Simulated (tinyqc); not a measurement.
Short-channel transistor, virtual-source model with series resistance: effect of the temperature on the on and off currents.

The current per gate width is the charge at the top of the source barrier (the virtual source) times its velocity times a saturation function; al and be are fitting constants of the model. Units: I in uA/um, Rs in ohm um, so I Rs = 1e-6 I Rs in volts; Q in uC/cm^2, so I = 1e-4 Q vx0 Fsat with vx0 in cm/s.

Intrinsic voltages Vg' = Vgs - I Rs, Vd' = Vds - 2 I Rs. n = n0 + nd Vd', VT = VT0 - dl Vd', Ff = 1/(1 + exp((Vg' - VT + al Vt/2)/(al Vt))), Q = Cinv n Vt ln(1 + exp((Vg' - VT + al Vt Ff)/(n Vt))), Vdsat = (vx0 L/mu)(1 - Ff) + Vt Ff, Fsat = u/(1 + u^be)^(1/be) with u = Vd'/Vdsat, and I = Q vx0 Fsat per width. I is solved self-consistently. Ion is I at Vgs = Vds = 1.2 V, Ioff at Vgs = 0, Vds = 1.2 V, and Rlin = Vds/I at Vgs = 1.2 V, Vds = 0.05 V. mu, vx0, VT0, dl and n0 are held fixed.

Values chosen for this exercise:

| symbol | value | unit | meaning |
|---|---|---|---|
| Cinv | 3.07 | uF/cm^2 | inversion capacitance |
| vx0 | 7.67e6 | cm/s | velocity at the virtual source |
| mu | 590 | cm^2/(V s) | apparent mobility |
| L | 90 | nm | channel length |
| VT0 | 0.425 | V | threshold at zero drain voltage |
| dl | 0.156 | V/V | drain-induced barrier lowering |
| n0 | 1.35 |  | subthreshold factor |
| nd | 0 | 1/V | growth of n with drain voltage |
| al | 3.5 |  | threshold shift (in units of Vt) from weak to strong inversion |
| be | 2 |  | sharpness of saturation |
| Rs | 90 | ohm um | series resistance of each contact |

Constants: q = 1.602176634e-19 C, kB = 1.380649e-23 J/K, Vt = kB T/q. Results are converted to the units shown.

Effect of the temperature on the on and off currents:
```
T (K)  Ion (uA/um)  Ioff (nA/um)  log10(Ion/Ioff)  Rlin (ohm um)
200         1760.7        24.590           4.8549         245.91
230         1760.7        101.80           4.2380         245.91
260         1760.7        301.81           3.7660         245.91
290         1760.8        710.00           3.3944         245.91
320         1760.8        1414.2           3.0952         245.90
350         1760.8        2490.3           2.8495         245.89
380         1760.9        3993.8           2.6444         245.87
410         1761.1        5958.1           2.4707         245.84
```

What does the table show?

As T goes from 200 to 410 K, Ion stays near 1760 uA/um, Ioff rises from 24.6 to 5960 nA/um and Rlin stays near 246 ohm um. Ion changes by a factor of 1.00 and Ioff by 242. For T = 320 to 410 K the off current passes 1 uA/um, so the device is hardly off at Vgs = 0.

Program tinyqc, `OMP_NUM_THREADS=1 python tinyqc.py 2380013 2380014 out.jsonl`; Intel Xeon 2.30GHz, shared host, one thread, about 0.01 s.
